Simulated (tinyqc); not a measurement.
## Joule-heated wire on a substrate, fin equation: effect of the length between the contacts

A wire of length L loses heat along itself to two contacts and sideways to the substrate: kap A theta'' - g theta + p = 0 with theta = T - T0 and p = p0. The ends are held at T0. Constant conductivity, diffusive heat flow.

The equation is solved on 800 equal steps and the peak is the largest node value. LH = sqrt(kap A/g); the share is the integral of g theta over that of p.

Parameters, values chosen for the exercise:
```
symbol  value     unit                                  meaning
kap       160  W/(m K)              conductivity along the wire
A        3600     nm^2                            cross-section
g        0.31  W/(m K)  conductance per length to the substrate
Rc          0     K/uW       thermal resistance of each contact
p0      0.057    uW/nm                       heating per length
```

The same in every row: LH (nm) = 1363.

Effect of the length between the contacts:

| L (nm) | L/LH | peak theta (K) | peak/(p0/g) | share to the substrate (%) |
|---|---|---|---|---|
| 680 | 0.4989 | 5.575 | 0.03032 | 2.023 |
| 1100 | 0.8070 | 14.02 | 0.07622 | 5.095 |
| 1800 | 1.321 | 33.90 | 0.1843 | 12.38 |
| 2800 | 2.054 | 67.16 | 0.3653 | 24.76 |
| 4600 | 3.375 | 118.1 | 0.6422 | 44.66 |
| 7400 | 5.429 | 159.6 | 0.8681 | 63.48 |
| 12000 | 8.803 | 179.4 | 0.9755 | 77.29 |
| 19000 | 13.94 | 183.5 | 0.9981 | 85.65 |

As L goes from 680 to 19000 nm, the peak theta rises from 5.58 to 184 K and the share of heat to the substrate rises from 2.02 to 85.7 %; L/LH goes from 0.50 to 14. Where L/LH is smallest the peak reaches 0.030 of p0/g, where it is largest 1.0: contacts cool the wire only within a few healing lengths.

tinyqc, about 0.01 s, one thread, Intel Xeon 2.30GHz (shared host): `OMP_NUM_THREADS=1 python tinyqc.py 2520128 2520129 out.jsonl`
